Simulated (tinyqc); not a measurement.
## Capacitance shares from swing and barrier lowering

Question. Below threshold the charge is negligible, so the band edge moves as -(aG Vg + aD Vd), aG = CG/CS, aD = CD/CS (CG, CD the capacitances of the barrier top to gate and drain, CS the total), and I goes as exp((aG Vg + aD Vd)/Vt) once Vd is well above Vt. Find aG, aD, CS and CD.

Parameters, values chosen for the exercise:

| symbol | value | unit | meaning |
|---|---|---|---|
| T | 350 | K | temperature |

Constants: q = 1.602176634e-19 C, kB = 1.380649e-23 J/K, Vt = kB T/q. Results are converted to the units shown.

swing = 77.163890 mV/decade
DIBL = 62.222222 mV/V
CG = 7.2234662 pF/cm

Answer. The swing is Vt ln 10/aG and the DIBL, -dVg/dVd at fixed current, is aD/aG.

aG = 0.900
aD = 0.0560
CS = 8.03 pF/cm
CD = 0.449 pF/cm

Program tinyqc, `OMP_NUM_THREADS=1 python tinyqc.py 2400089 2400090 out.jsonl`; Intel Xeon 2.30GHz, shared host, one thread, about 0.04 s.
